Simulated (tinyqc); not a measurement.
From results back to parameters: zigzag graphene nanoribbon in tight binding. Three cases, with inputs chosen for the exercise.

Problem. The edge state of a wide zigzag ribbon has weight 1 - x^2 on the edge site, x = 2 cos(k/2), and its amplitude falls by x from chain to chain, 1.5 acc apart. The weight below belongs to a hidden k between 2 pi/3 and pi.

Find: k; decay length.

Method. x = sqrt(1 - weight), k = 2 arccos(x/2), decay length = -1.5 acc/ln x.

Case 1.

Values chosen (out of a larger set: near those used for graphene; not measured data): acc = 1.42 angstrom (bond length).

edge weight = 0.790689

Solution.

k = 2.680
decay length = 2.724 angstrom

Case 2.

Values chosen (out of a larger set: near those used for graphene; not measured data): acc = 1.42 angstrom (bond length).

edge weight = 0.755556

Solution.

k = 2.642
decay length = 3.024 angstrom

Case 3.

Values chosen (out of a larger set: near those used for graphene; not measured data): acc = 1.42 angstrom (bond length).

edge weight = 0.341476

Solution.

k = 2.306
decay length = 10.197 angstrom

Computed by tinyqc, one run a case: `OMP_NUM_THREADS=1 python tinyqc.py N N+1 out.jsonl` with N = 1482453, 1482483, 1482559; one thread of a shared Intel(R) Xeon(R) Processor @ 2.30GHz, about 0.01 s a run at most.
